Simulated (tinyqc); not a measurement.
Raman shift of the zone-centre optical phonon of a diamond-structure crystal under stress: one step, computed by the program tinyqc. Command: `OMP_NUM_THREADS=1 python tinyqc.py 3013609 3013610 out.jsonl ramanstress walk`. One thread of a shared host (Intel(R) Xeon(R) Processor @ 2.30GHz), about 0.01 s of CPU time with the checks.

Axes x, y, z are the cube axes. Strain shifts the threefold optical mode and can split it; p, q and r are the phonon deformation potentials.

Task: Mean shift and Grueneisen parameter. gamma = -(p + 2q)/(6 omega_0^2); the mean of the three shifts is -gamma omega_0 x (volume strain).

Inputs (values chosen for the exercise, modelled on silicon): unstrained frequency omega_0 = 520.6 1/cm; p/omega_0^2 = -1.78; q/omega_0^2 = -2.25.

Stress state: biaxial. Axis: [001].

volume strain = 0.8268449 per mille

Give: mode Grueneisen parameter gamma; mean shift.

Result:

mode Grueneisen parameter gamma = 1.047

mean shift = -0.4505 1/cm
